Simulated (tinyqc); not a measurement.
# Image-sensor pixel with a pinned photodiode, signal and noise: two studies

A buried n layer between a heavily doped p+ surface layer and a p layer is emptied into a floating diffusion, read through a source follower with correlated double sampling (reset noise cancelled). One-dimensional abrupt junctions; no blooming, lag or crosstalk.

Parameters, values chosen for the exercise; material values close to those of silicon:
- T = 293 K (temperature)
- Eg = 1.1 eV (band gap)
- eps_r = 11.5 (relative permittivity of the semiconductor)
- Nc = 2.72e19 cm^-3 (conduction-band density of states at T)
- Nv = 2.58e19 cm^-3 (valence-band density of states at T)
- A = 0.72 um^2 (photodiode area)
- Nn = 7.3e16 cm^-3 (doping of the buried n layer)
- a = 220 nm (thickness of that layer)
- Np = 1.6e15 cm^-3 (doping of the p layer below)
- Vb = 0.8 V (built-in voltage)
- Cf = 1.9 fF (floating-diffusion capacitance)
- dV = 1 V (usable swing of the floating diffusion)
- As = 0.84 (source-follower gain)
- vn = 88 uV (read noise at the output)
- al = 2.51 1/um (absorption coefficient (light near 450 nm))
- Rf = 0.08 (optical loss before the silicon)
- x1 = 0.11 um (dead layer)
- x2 = 2.5 um (depth of collection)
- tg = 0.019 s (generation lifetime)
- Wd = 0.8 um (depleted depth)
- Jd = 1e7 x 1e-20 cm^4/s (diffusion dark flux per ni^2)
- pr = 1.4 % (gain non-uniformity)
- ti = 1 ms (exposure)
- Ph = 3300 (photons on the photodiode per exposure)

Constants: q = 1.602176634e-19 C, kB = 1.380649e-23 J/K, Vt = kB T/q, eps0 = 8.8541878128e-14 F/cm where lengths are in cm. Results are converted to the units shown.

Each table varies one quantity; the others keep the values above.

## Effect of the absorption coefficient

With k = 1 + Nn/Np, the two depletion regions meet at depth x = a sqrt(k)/(1 + sqrt(k)) from the p+ side; pinning voltage Vp = q Nn x^2/(2 eps0 eps_r) - Vb. Electrons in the diode at zero bias: Nn A [a - x0 (1 + 1/sqrt(k))], x0 = sqrt(2 eps0 eps_r Vb/(q Nn)). Floating-diffusion limit Cf dV/q; full well FW is the smaller of the two; conversion gain CG = q As/Cf; read noise in electrons vn/CG. QE = (1 - Rf)[exp(-al x1) - exp(-al x2)]. ni = sqrt(Nc Nv) exp(-Eg/(2 Vt)), Eg in volts; dark rates ni Wd A/tg (generation) and Jd ni^2 A (diffusion). Signal S = QE Ph; variance = S + dark rate x ti + (vn/CG)^2 + (pr S)^2; SNR = 20 log10(S/noise); dynamic range 20 log10(FW/noise at S = 0).

The same in every row: Vp (V) = 1.315; FW (electrons) = 4451; read noise (electrons) = 1.242; dark rate (electrons/s) = 0.3389; dynamic range (dB) = 71.08.

Result of one run:

| al (1/um) | QE | SNR (dB) |
|---|---|---|
| 0.074 | 0.1479 | 26.48 |

What becomes of these results when the absorption coefficient (light near 450 nm) al is changed from 0.074 to 0.027 1/um, all else the same?

Result of the changed run:

| al (1/um) | QE | SNR (dB) |
|---|---|---|
| 0.027 | 0.05732 | 22.58 |

The whole series:

| al (1/um) | QE | SNR (dB) |
|---|---|---|
| 0.01 | 0.02170 | 18.40 |
| 0.027 | 0.05732 | 22.58 |
| 0.074 | 0.1479 | 26.48 |
| 0.2 | 0.3420 | 29.65 |
| 0.55 | 0.6334 | 31.71 |
| 1.5 | 0.7584 | 32.25 |
| 4.1 | 0.5860 | 31.47 |
| 11 | 0.2743 | 28.85 |
| 30 | 0.03393 | 20.34 |

As al goes from 0.01 to 30 1/um, the SNR goes from 18.4 through a maximum of 32.2 (at al = 1.5 1/um among the rows listed) to 20.3 dB and the dynamic range stays at 71.1 dB. QE goes from 0.0217 through a maximum of 0.758 (at al = 1.5 1/um among the rows listed) to 0.0339: weakly absorbed light passes through, strongly absorbed light dies in the dead layer.

## Effect of the thickness of that layer

Same model as above.

The same in every row: read noise (electrons) = 1.2424; QE = 0.69631; dark rate (electrons/s) = 0.33890; SNR (dB) = 31.996.

Effect of the thickness of that layer:

| a (nm) | Vp (V) | FW (electrons) | dynamic range (dB) |
|---|---|---|---|
| 190 | 0.77744 | 2874.6 | 67.286 |
| 210 | 1.1270 | 3925.8 | 69.993 |
| 230 | 1.5115 | 4977.0 | 72.054 |
| 260 | 2.1539 | 6553.8 | 74.444 |
| 290 | 2.8749 | 8130.6 | 76.317 |
| 330 | 3.9585 | 10233 | 78.314 |

What does the comparison show?

As a goes from 190 to 330 nm, the SNR stays at 32.0 dB and the dynamic range rises from 67.3 to 78.3 dB. Vp rises from 0.777 to 3.96 V and FW rises from 2870 to 10200 electrons. For a = 260, 290, 330 Vp passes 2 V, too high to empty the diode fully into a floating diffusion at usual supplies.

Program tinyqc, `OMP_NUM_THREADS=1 python tinyqc.py 2630010 2630011 out.jsonl`; Intel Xeon 2.30GHz, shared host, one thread, about 0.01 s.
